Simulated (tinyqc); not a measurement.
Efficiency against current: defect, radiative and Auger recombination at equal electron and hole densities (ABC model).

J/(e d) = Ae n + B n^2 + C n^3 with Ae = A + 4 S/w (four side walls, carriers spread evenly), e = 1.602176634e-19 C, lengths in cm; internal efficiency IQE = B n^2/(Ae n + B n^2 + C n^3); all injected carriers recombine in the layer.

Values chosen for the exercise (orders of magnitude like those quoted for InP; not measured data): A = 24000000 1/s (defect rate); B = 9.5e-11 cm^3/s (radiative coefficient); C = 8.8e-31 cm^6/s (Auger coefficient); S = 27 cm/s (recombination velocity of the side walls); w = 130 micrometre (side of the square mesa); d = 130 nm (active thickness).

The slope is d ln(B n^2)/d ln J = 2 (Ae + B n + C n^2)/(Ae + 2 B n + 3 C n^2).

Results:
```
J (A/cm^2)  n (1/cm^3)    IQE  slope  differential lifetime (ns)
6.0           8.88e+16  0.260  1.587                        24.5
20            2.16e+17  0.460  1.368                        15.4
4.0e+02       1.29e+18  0.828  1.082                        3.65
1.0e+03       2.11e+18  0.878  1.046                        2.29
6.0e+03       5.26e+18  0.912  1.000                       0.912
2.0e+04       9.52e+18  0.897  0.973                       0.482
9.0e+04       1.95e+19  0.838  0.934                       0.211
4.0e+05       3.85e+19  0.734  0.886                      0.0888
1.0e+06       5.74e+19  0.651  0.854                      0.0510
```

Give the missing row, J (A/cm^2) = 90.

Computed row:
```
J (A/cm^2)  n (1/cm^3)    IQE  slope  differential lifetime (ns)
90            5.59e+17  0.686  1.181                        7.64
```

IQE peaks at 0.912 for J = 5.92e+03 A/cm^2, where the slope passes 1. It is 0.26 at the lowest current and 0.651 at the highest, a droop of 29 %. The slope runs from 1.59 to 0.85; its limits are 2 (defects alone), 1 (radiation alone) and 2/3 (Auger alone). Rows above 1e5 A/cm^2 (2 of them) are formal: heating, left out, would destroy a real device. In the 6 rows above about 2e18 1/cm^3 the bands are degenerate: B saturates and stimulated emission, left out, would clamp n in a laser cavity.

Run: tinyqc, `OMP_NUM_THREADS=1 python tinyqc.py 1651451 1651452 out.jsonl`; Intel(R) Xeon(R) Processor @ 2.30GHz, one thread, shared host; about 0.01 s of CPU time with all checks.
